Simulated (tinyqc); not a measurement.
# Ballistic conductance of a hard-wall strip of a two-dimensional electron gas by counting modes: conductance against size

Subband edges E_n = C (n pi/W)^2/m, n = 1, 2, ...; C = hbar^2/(2 m0). Every mode transmits fully; spin gives the factor 2 in 2 q^2/h, valleys the factor gv.

G = (2 q^2/h) gv M; at zero temperature M counts the edges below Ef, at T it is the sum of degeneracy times f. The smooth (Sharvin) count is kF W/pi, kF = sqrt(m Ef/C), and with the boundary term kF W/pi - 1/2. f = 1/(1 + exp((E_n - Ef)/Vt)).

Values chosen for this exercise:
- T = 300 K (temperature)
- m = 0.19 m0 (mass)
- gv = 2 (valleys)
- Ef = 0.207 eV (Fermi energy above the 2D band edge)

Constants: q = 1.602176634e-19 C, kB = 1.380649e-23 J/K, hbar = 1.054571817e-34 J s, h = 6.62607015e-34 J s, m0 = 9.1093837015e-31 kg, Vt = kB T/q, hbar^2/(2 m0) = 0.0380998212 eV nm^2. Results are converted to the units shown.

Conductance against size:
```
W (nm)  M at T = 0  M at T  smooth count  with boundary term  G (uS)
9.1              2   2.409         2.943               2.443   373.4
13.4             4   3.815         4.334               3.834   591.2
17.7             5   5.180         5.724               5.224   802.8
22               7   6.566         7.115               6.615    1018
26.3             8   7.946         8.506               8.006    1231
30.5             9   9.295         9.864               9.364    1440
34.8            11   10.68         11.25               10.75    1654
39.1            12   12.06         12.65               12.15    1868
43.4            14   13.44         14.04               13.54    2082
47.7            15   14.82         15.43               14.93    2296
52              16   16.20         16.82               16.32    2510
```

The integer count climbs from 2 to 16 in steps, and G from 373 to 2510 uS. In the last row M at T is 3.7 % below the smooth count and 0.72 % below the count with the boundary term: hard walls push the wave away from the edge and cost modes. The largest gap between M at T and the integer count is 0.56.

Program tinyqc, `OMP_NUM_THREADS=1 python tinyqc.py 2740037 2740038 out.jsonl`; Intel Xeon 2.30GHz, shared host, one thread, about 0.04 s.
